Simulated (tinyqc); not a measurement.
# Mobility and doping from two currents

Question. A trap-free film with injecting contacts is fitted, with diffusion neglected, by J = q mu N V/Lf + (9/8) eps0 eps_r mu V^2/Lf^3. Find mu, N and the voltage at which both terms are equal.

Parameters, values chosen for the exercise: relative permittivity eps_r = 9.09; film thickness Lf = 790 nm.

Constants: q = 1.602176634e-19 C, eps0 = 8.8541878128e-14 F/cm where lengths are in cm. Results are converted to the units shown.

J at 3.1 and 15 V (A/cm^2): 1818.4731  19944.601

Solution. J/V is a straight line in V: the slope gives mu and the intercept mu N.

mu = 34.0 cm^2/(V s)
N = 5.70e15 cm^-3
crossover voltage = 6.29 V

Numbers from tinyqc (`OMP_NUM_THREADS=1 python tinyqc.py 2730113 2730114 out.jsonl`; about 1 s on one thread of a shared Intel Xeon 2.30GHz).
